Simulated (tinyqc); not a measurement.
The choice of windows: ionisation potential and affinity of a slab from the planar-averaged potential.

A model of the planar-averaged electrostatic energy of an electron in a periodic cell of N1 periods of A (L1 = N1 n1 h) and N2 periods of vacuum (L2 = N2 n2 h), on z_j = j h: V(z) = f VA + (1 - f) VB + F t(z), VA = V1[0] + V1[1] cos(2 pi z/(n1 h)) + V1[2] cos(4 pi z/(n1 h)), VB the same with V2, n2 and z - L1. f = [tanh(z/w) - tanh((z - L1)/w) + tanh((z - L1 - L2)/w)]/2 + 1/2; t(z) = z - L1/2 in A and (L1/L2)(L1 + L2/2 - z) beyond, so that the cell is periodic.

Running mean over n points, periodic: for odd n the plain mean of the n points centred on j; for even n the n + 1 points with half weight at both ends. The macroscopic average applies the mean over n1 points and then over n2 points.

Parameters, chosen for this exercise (gap near that of GaN; shifted at random, so the results belong to these values and not to a real crystal):

| symbol | value | unit | meaning |
|---|---|---|---|
| h | 0.3 | angstrom | grid step |
| n1 | 5 |  | grid points per period of A |
| n2 | 5 |  | grid points per period of the vacuum filter |
| N1 | 4 |  | periods of A |
| N2 | 4 |  | periods of vacuum |
| V1 | (-5.93, 2.06, 0.86) | eV | mean and two harmonics of the potential in A |
| V2 | (0, 0, 0) | eV | the same in vacuum |
| w | 0.55 | angstrom | width of the interfaces |
| F | 0 | eV/angstrom | slope in A from opposite charges on the two interfaces |

dV read at j = 10 and 30 after means over the numbers of points listed; ripple is the spread over the five points around each.

Results:

| windows | dV (eV) | ripple in A (meV) | ripple in vacuum (meV) |
|---|---|---|---|
| none | 3.010 | 4320 | 1 |
| 5 only | 5.929 | 2 | 2 |
| 6 only | 6.161 | 474 | 2 |
| 6, 6 | 5.883 | 53 | 16 |
| 5, 5 | 5.927 | 4 | 4 |

Which rows can be used, and how does a wrong window show?

The last row matches both periods and lies -3 meV from the value of a thick cell, V2[0] - V1[0] = 5.930 eV. Against it the raw potential errs by -2.92 eV. Within 20 meV of it lie: 5 only. A window one point too long leaves a ripple of 474 meV in A, against 4 meV in the last row: the ripple is the sign to look for. Rows to use, with under 30 meV of ripple in both regions once the tilt is taken off: 5 only and 5, 5. A row with a large ripple can hit the right value only by chance.

Computed by tinyqc, a small Python program: `OMP_NUM_THREADS=1 python tinyqc.py 1880086 1880087 out.jsonl` (the numbers bound the seed that draws the inputs); one thread of a shared host (Intel(R) Xeon(R) Processor @ 2.30GHz), about 0.01 s for the whole set of steps.
